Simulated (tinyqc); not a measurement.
MOSFET with velocity saturation and source resistance: one step of the calculation.

Strong inversion, charge Q = Cox (Vg - m V) at channel potential V with Vg the gate overdrive, and drift velocity v = mu E/(1 + mu E/vsat). Integrating along the channel gives I = mu Cox (1/L)(Vg Vd - m Vd^2/2)/(1 + Vd/Vc) per width, Vc = vsat L/mu, which peaks at Vdsat. Units: I in uA/um, Rs in ohm um, so the drop over Rs is 1e-6 I Rs volts.

Task. Saturation without source resistance. Vg = Vgs - VT (0 if negative), mu = mu0/(1 + th Vg), Vc = vsat L/mu, x = sqrt(1 + 2 Vg/(m Vc)), Vdsat = 2 Vg/(m (1 + x)), Isat = Cox vsat Vg (x - 1)/(x + 1) per width. Long-channel limit: mu Cox Vg^2/(2 m L); short-channel limit: Cox vsat Vg.

Parameters, values chosen for the exercise: gate capacitance Cox = 1.5 uF/cm^2; mobility at low gate voltage mu0 = 290 cm^2/(V s); mobility degradation th = 0.4 1/V; saturation velocity vsat = 1e7 cm/s; body factor m = 1.29; threshold VT = 0.63 V; channel length L = 0.05 um; gate voltage Vgs = 1.8 V.

Find: Vg; mu; Vc; Vdsat; Isat; long-channel limit; short-channel limit.

Result.

Vg = 1.170 V
mu = 197.5 cm^2/(V s)
Vc = 0.2531 V
Vdsat = 0.4702 V
Isat = 845.1 uA/um
long-channel limit = 3144 uA/um
short-channel limit = 1755 uA/um

Range of the model: At this length velocity overshoot and near-ballistic transport, left out here, matter.

tinyqc, about 0.01 s, one thread, Intel Xeon 2.30GHz (shared host): `OMP_NUM_THREADS=1 python tinyqc.py 2500129 2500130 out.jsonl`
